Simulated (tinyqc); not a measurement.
A run and its error bars: classical Heisenberg spin chain: exact results, Metropolis, heat-bath and over-relaxation steps, and a Monte Carlo run. Computed by tinyqc, a small Python program. Command: `OMP_NUM_THREADS=1 python tinyqc.py 3130403 3130404 out.jsonl heismc walk`. One thread of a shared host (Intel(R) Xeon(R) Processor @ 2.30GHz), about 0.2 s of CPU time with the checks.

E = -J sum_i s_i . s_(i+1) for unit vectors s_i on an open chain; K = J/(k_B T).

Inputs (values chosen for the exercise, for a model chain of large moments):
```
quantity                    value  unit
coupling J                     17   meV
temperature T                 335     K
moment mu                     5.3  mu_B
length N of the open chain     24     -
seed                        15631     -
```

Update: heat bath with over-relaxation.

Constants: k_B = 8.617333262e-05 eV/K; mu_B = 5.7883818060e-05 eV/T.

Method:
- Each bond angle is independent, so u = <s_i . s_(i+1)> = coth K - 1/K, <s_i . s_(i+n)> = u^n, correlation length xi = -1/ln|u|, energy per bond -J u, heat capacity per bond c/k_B = 1 - K^2/sinh^2 K, and for the long chain chi = mu^2 (1 + u)/(3 k_B T (1 - u)) per spin.
- For N spins, <|sum s|^2>/N = (1 + u)/(1 - u) - 2 u (1 - u^N)/(N (1 - u)^2); the long chain has (1 + u)/(1 - u), chi over the Curie value, and the difference is relative to it.
- From the ordered state (alternating for J < 0), with each spin drawn from exp(h . s), h = K x sum of neighbours, 200 sweeps are discarded and 1600 recorded (even and odd sites in turn, each heat-bath sweep followed by two sweeps of reflections; random numbers not printed, so these rows are one sample). Errors are the scatter of block means over sqrt(number of blocks).

K = 0.588886

u = 0.191902

<|sum s|^2>/N = 1.45046

Blocking:
```
block length  mean bond product      error  <|sum s|^2>/N     error
1                       0.19709  0.0028365         1.4712  0.028944
4                       0.19709  0.0029337         1.4712  0.028272
16                      0.19709  0.0028892         1.4712  0.030697
40                      0.19709  0.0034446         1.4712  0.031557
80                      0.19709  0.0039651         1.4712  0.025363
```

What does the comparison show, and why?

With blocks of 40 the bond product is 1.5 error bars from the exact u = 0.1919, and <|sum s|^2>/N is 0.7 from the exact 1.450. Blocking to 40 changes the two errors by factors 1.2 and 1.1.
